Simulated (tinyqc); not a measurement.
Strength of the heavy-light coupling: shallow acceptor in the spherical four-band model.

The ground state 1S3/2 has an L = 0 part f(r) and an L = 2 part g(r). In units of Ry* and a*, with Gaussians f_i = exp(-a_i r^2), g_i = r^2 exp(-a_i r^2), A = a_i + a_j and I(n) = Gamma((n + 1)/2)/(2 A^((n + 1)/2)): S_ff = I(2), S_gg = I(6), H_ff = (6 a_i a_j/A) I(2) - 2 I(1), H_gg = (14 a_i a_j/A) I(6) - 2 I(5), H_fg = -mu [15 I(2) - 20 a_j I(4) + 4 a_j^2 I(6)]; each function is then normalised. The split-off band is left out.

Converged values use 22 exponents 2.2^i, i = -7 to 14, for f and for g.

Inputs chosen for the exercise (out of a larger set: near those of a shallow acceptor in GaP, where the small spin-orbit splitting and strong warping make this model rough; not measured data): mus = (0.1, 0.31, 0.47, 0.64, 0.76, 0.86, 0.92) (couplings).

Ry* = 27.1987 meV

Converged values in Ry* and a*; the heavy-mass hydrogen model gives 1/(1 - mu).

Results:

| mu | binding (Ry*) | 1/(1 - mu) | ratio | L = 2 weight | <r> (a*) | binding (meV) |
|---|---|---|---|---|---|---|
| 0.10 | 1.009 | 1.111 | 0.908 | 0.004 | 1.489 | 27.4 |
| 0.31 | 1.095 | 1.449 | 0.756 | 0.041 | 1.389 | 29.8 |
| 0.47 | 1.254 | 1.887 | 0.665 | 0.097 | 1.237 | 34.1 |
| 0.64 | 1.620 | 2.778 | 0.583 | 0.184 | 0.988 | 44.1 |
| 0.76 | 2.217 | 4.167 | 0.532 | 0.267 | 0.744 | 60.3 |
| 0.86 | 3.517 | 7.143 | 0.492 | 0.350 | 0.484 | 95.7 |
| 0.92 | 5.863 | 12.500 | 0.469 | 0.408 | 0.298 | 159.5 |

The binding starts as 1 + O(mu^2), 1.009 at mu = 0.10, since the coupling enters in second order, and reaches 5.86 at mu = 0.92. The ratio to the heavy-mass model falls from 0.91 to 0.47, towards about 0.44 as mu goes to 1: the bound hole is only partly heavy. The L = 2 weight grows to 0.41 and the radius shrinks by a factor 5.0.

Run: tinyqc, `OMP_NUM_THREADS=1 python tinyqc.py 1252270 1252271 out.jsonl`; Intel(R) Xeon(R) Processor @ 2.30GHz, one thread, shared host; about 0.05 s of CPU time with all checks.
